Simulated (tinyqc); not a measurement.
Density and mobility of a removed layer (differential Hall).

Problem. For layers in parallel the sheet conductance g = 1/Rs and the product g mu_H (mu_H signed, unit Hall factors) are additive. Find the sheet density and mobility of the layer that was removed, and its share of the conductance.

Constants: q = 1.602176634e-19 C. Results are converted to the units shown.

Rs before and after removing the top layer (ohm/square): 72.072853  244.76506
apparent mobility before and after, signed (cm^2/(V s)): -408.52540  -1500

Solution. The differences give g1 = q n mu and g1 mu = q n mu^2; their ratio is mu and g1^2/(q g1 mu) is n.

sheet density = 1.300e15 cm^-2
mobility = 47.00 cm^2/(V s)
share of the conductance = 70.55 %

Program tinyqc, `OMP_NUM_THREADS=1 python tinyqc.py 2850137 2850138 out.jsonl`; Intel Xeon 2.30GHz, shared host, one thread, about 0.01 s.
